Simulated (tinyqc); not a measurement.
From one set of inputs to another, one input at a time: microkinetic model of low-temperature epitaxy from hydride gases: adsorption, hydrogen desorption and rate control. Computed by tinyqc, a small Python program. Command: `OMP_NUM_THREADS=1 python tinyqc.py 3023144 3023145 out.jsonl hepi ladder`. One thread of a shared host (Intel(R) Xeon(R) Processor @ 2.30GHz), about 0.03 s of CPU time with the checks.

Each hydride molecule needs two free sites and leaves four hydrogen atoms, of which two leave at once as H2; theta is the hydrogen coverage, the site density is 6.78 per nm^2 and one layer is 1.358 angstrom thick.

The inputs printed are set A. Inputs not listed in the table keep their values of set A, so the rows need not describe a real material.

Inputs (values chosen for the exercise, close to those used for silane and germane on Si(001)): silane pressure p_S = 5 Pa; sticking prefactor of silane s0 = 0.013; adsorption barrier E_s = 0.12 eV; desorption prefactor nu_d = 4.6e+12 1/s; desorption energy on silicon E_d = 2.14 eV; hydrogen carrier pressure p_H = 0 Pa; sticking of hydrogen s_H = 9.9e-08; temperature T = 560 C; germane pressure p_G = 1.5 Pa; sticking ratio of germane to silane r_G = 4.3; lowering of E_d per unit germanium fraction, dE = 0.53 eV.

Film: silicon-germanium. Order of hydrogen desorption: first.

Constants: k_B = 8.617333262e-05 eV/K; u = 1.6605390666e-27 kg; k_B = 1.380649e-23 J/K.

Method:
- Flux per site F = p/(sqrt(2 pi M k_B T) x 6.78e18 per m^2), M = 32.12 u (silane), 76.63 u (germane), 2.016 u (hydrogen); s = s0 exp(-E_s/(k_B T)); k_S = s F_S, k_G = r_G s F_G; germanium fraction x = k_G/(k_S + k_G); k = k_S + k_G; k_H = s_H F_H; k_d = nu_d exp(-(E_d - dE x)/(k_B T)).
- Temperatures in kelvin are T(C) + 273.15.
- With k the hydride and k_H the hydrogen adsorption rate on free pairs and k_d the desorption rate, steady state: 2 (k + k_H)(1 - theta)^2 = k_d theta; growth rate R = k (1 - theta)^2 layers/s; 1 layer/s = 8.148 nm/min.
- With c = 2 (k + k_H)/k_d the free share is 1 - theta = 2/(1 + sqrt(1 + 4c)).
- X_i = d ln R/d ln k_i at fixed other constants. With f = 1 - theta and a = 2/f + 1/theta: d ln f/d ln k_d = 1/(a f), so X_d = 2/(a f), X_k = 1 - X_d k/(k + k_H), X_H = -X_d k_H/(k + k_H); they sum to 1.

Each row keeps all changes above it:
```
input moved                                                                         from             to  growth rate G (nm/min)  X_d (desorption)  germanium fraction x
set A                                                                                  -              -                   42.14           0.81546               0.45509
lowering of E_d per unit germanium fraction, dE (eV)                                0.53           0.32                   13.34           0.90394               0.45509
temperature T (C)                                                                    560            730                  343.16           0.32155               0.45509
desorption prefactor nu_d (1/s) and desorption energy on silicon E_d (eV)  4.6e+12, 2.14  4.9e+11, 2.01                  257.40           0.46135               0.45509
sticking prefactor of silane s0 and adsorption barrier E_s (eV)              0.013, 0.12    0.043, 0.16                  363.49           0.59494               0.45509
sticking ratio of germane to silane r_G                                              4.3            2.9                  275.62           0.62639               0.36031
```

Growth rate G goes from 42.1 to 276, a factor 6.54 in all. The largest single move comes from temperature T (a factor 25.7), and lowering of E_d per unit germanium fraction, dE works against it (a factor 0.316). X_d (desorption) goes from 0.815 to 0.626, a factor 0.768 in all. The largest single move comes from temperature T (a factor 0.356), and desorption prefactor nu_d with desorption energy on silicon E_d works against it (a factor 1.43). Germanium fraction x goes from 0.455 to 0.360, a factor 0.792 in all. The largest single move comes from sticking ratio of germane to silane r_G (a factor 0.792). The single moves hold for this order of the switches; the total does not depend on the order.

Caution (all rows): layer thickness and site density of silicon are kept, and strain and surface segregation of germanium are ignored, which matters at this fraction. Caution (rows temperature T, sticking prefactor of silane s0): at such rates gas-phase transport and depletion, left out here, would limit growth.

Extremes, crossings and ranges named in words are read from the listed rows.
